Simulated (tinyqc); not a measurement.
Special k points of the square lattice: sweeps and comparisons. A value that a table varies takes the place of the one given here.

Lattice vectors in units of a: a1 = (1, 0), a2 = (0, 1); reciprocal vectors b_i with a_i . b_j = 2 pi delta_ij. Mesh: k = sum_i f_i b_i with f_i = (2 j_i + shift)/(2 N), j_i = 0 .. N-1. The point group of the lattice has 8 operations; only those that map the mesh onto itself are used.

A_m(k) = sum over the m-th star of lattice vectors R of cos(k . R), stars in order of length: m = 1: |R|^2 = 1, 4 vectors, such as (1, 0) in the basis a_i; m = 2: |R|^2 = 2, 4 vectors, such as (1, 1) in the basis a_i; m = 3: |R|^2 = 4, 4 vectors, such as (2, 0) in the basis a_i; m = 4: |R|^2 = 5, 8 vectors, such as (2, 1) in the basis a_i; m = 5: |R|^2 = 8, 4 vectors, such as (2, 2) in the basis a_i; m = 6: |R|^2 = 9, 4 vectors, such as (3, 0) in the basis a_i. The zone mean of every A_m is zero.

Test function, the lower band of a two-band insulator: E(k) = -sqrt(D^2 + (e0 - t A_1(k))^2).

Values chosen for the exercise: D = 2.35 eV (half gap term); t = 1.11 eV (coupling); e0 = 1.53 eV (offset); N = 8 (points along each reciprocal vector); shift = 0 (half steps).

## Mesh size and shift

Errors of the mean of E against the unshifted mesh with N = 96. The fifth column is |R|^2 of the shortest star with a non-zero mean.

Meshes:
```
mesh        points  irreducible  operations  |R|^2 missed  error (meV)
2 Gamma          4            3           8          4.00     -530.148
2 shifted        4            1           8          4.00      606.832
3 Gamma          9            3           8          9.00      -32.473
3 shifted        9            3           8          9.00       38.746
4 Gamma         16            6           8         16.00        6.001
4 shifted       16            3           8         16.00      -10.057
5 Gamma         25            6           8         25.00        0.589
5 shifted       25            6           8         25.00        0.554
6 Gamma         36           10           8         36.00       -0.587
6 shifted       36            6           8         36.00        0.360
8 Gamma         64           15           8           >49        0.037
8 shifted       64           10           8           >49       -0.032
10 Gamma       100           21           8           >49       -0.001
10 shifted     100           15           8           >49        0.002
```

reference mean = -3.41101 eV

The shifted mesh has the smaller error for 3 of 7 values of N and the larger for 4. The cheapest mesh within 1 meV is 5 Gamma, 5 shifted and 6 shifted, with 6 irreducible points. A mesh misses the lattice vectors N (n1 a1 + n2 a2 + ...); the half shift gives each the sign (-1)^(n1 + n2 + ...), so the 4 shortest ones add up to -4 in place of 4: their term only changes sign. The shift keeps the full symmetry; it leaves fewer irreducible points for N = 2, 4, 6, 8 and 10.

## Gap and mesh density

D takes the values listed; errors against the unshifted mesh with N = 192, for unshifted meshes.

Errors (meV):
```
D (eV)  reference (eV)     N = 2   N = 4    N = 6   N = 8
0.2            -2.2428  -751.296  -9.937  -17.431  11.726
0.4            -2.2901  -730.842  -2.731  -12.504   5.881
0.8            -2.4405  -683.067   5.287   -6.668   1.656
1.5            -2.8230  -605.659   7.695   -2.240   0.235
2.5            -3.5242  -518.500   5.663   -0.466   0.028
4.0            -4.7530  -421.532   3.174   -0.063   0.002
```

The first listed N from which the error stays below 0.5 meV is none for D = 0.2, none for D = 0.4, none for D = 0.8, 8 for D = 1.5, 6 for D = 2.5, 6 for D = 4 eV. A larger D makes the function smoother, so its Fourier coefficients fall faster with |R|; single entries change sign along a column, so a small error on one coarse mesh can be a cancellation.

## One point for the whole zone

The mean-value (Baldereschi) point is taken at k = (2 pi/a) (0.25, 0.25), that is f = (0.25, 0.25); the reference is the mesh with N = 96.

Single points:
```
point                    A_1     A_2     A_3    A_4   E (eV)
Gamma                  4.000   4.000   4.000  8.000  -3.7404
mean-value point       0.000   0.000  -4.000  0.000  -2.8042
zone-face centre b1/2  0.000  -4.000   4.000  0.000  -2.8042
```

reference mean = -3.4110 eV

The mean-value point makes A_1, A_2 and A_4 vanish. Its error is +607 meV, against -329 meV at Gamma and +607 meV at b1/2. E is not linear in A_1; its powers hold sums of nearest vectors and a non-zero mean, so this point is not exact. A_1 has the same value at b1/2, and E depends on A_1 alone, so this test cannot tell the two points apart. Gamma comes closer here only by chance, since none of its A_m vanish.

## What moves the zone average

Mean of E over the mesh, and its error against the unshifted mesh with N = 96. Each row changes one parameter from the base and keeps the others.

Results:
```
case          mean (eV)  error (meV)  irreducible points
base            -3.4110         0.04                  15
N = 9           -3.4110        -0.01                  15
shift = 1       -3.4110        -0.03                  10
D = 1.645 eV    -2.9155         0.16                  15
t = 1.443 eV    -3.7726        -0.07                  15
```

The largest shifts from the base row, up to three for each result and ties (the steps differ in size, so this ranks the rows, not the parameters). mean (eV): D +0.4955, t -0.3617; unchanged at the printed digits by N and shift. error (meV): D +0.13, t -0.11, shift -0.07. irreducible points: shift -5; unchanged at the printed digits by N, D and t.

Computed by tinyqc, a small Python program: `OMP_NUM_THREADS=1 python tinyqc.py 1681167 1681168 out.jsonl` (the numbers bound the seed that draws the inputs); one thread of a shared host (Intel(R) Xeon(R) Processor @ 2.30GHz), about 0.09 s for the whole set of steps.
